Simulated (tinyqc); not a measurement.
Inside a calculation. Method: Luttinger-Kohn k.p, four valence bands. One step of it, computed by the program tinyqc.

Question. Bloch Hamiltonian at k. P = c g1 k^2, Q = c g2 (kx^2 + ky^2 - 2 kz^2), R = c sqrt3 [-g2 (kx^2 - ky^2) + 2i g3 kx ky], S = 2 c sqrt3 g3 (kx - i ky) kz, c = hbar^2/2m = 3.809982 eV angstrom^2; rows [P+Q, -S, R, 0], [-S*, P-Q, 0, R], [R*, 0, P-Q, S], [0, R*, S*, P+Q]. The path ends lie at |k| = 0.04 1/angstrom.

Luttinger parameters chosen for this model; energies are counted downward from the top of the valence band:
```
parameter      value  unit
g1         12.790000
g2          3.330000
g3          5.310000
```

k point k (1/angstrom): 0.007000  0.001000  -0.028000

Give: H(k) at k.

Answer.

H(k) at k (eV):
```
                  3/2              1/2             -1/2             -3/2
3/2            0.0214   0.0137-0.0020i  -0.0011+0.0005i           0.0000
1/2    0.0137+0.0020i           0.0599           0.0000  -0.0011+0.0005i
-1/2  -0.0011-0.0005i           0.0000           0.0599  -0.0137+0.0020i
-3/2           0.0000  -0.0011-0.0005i  -0.0137-0.0020i           0.0214
```
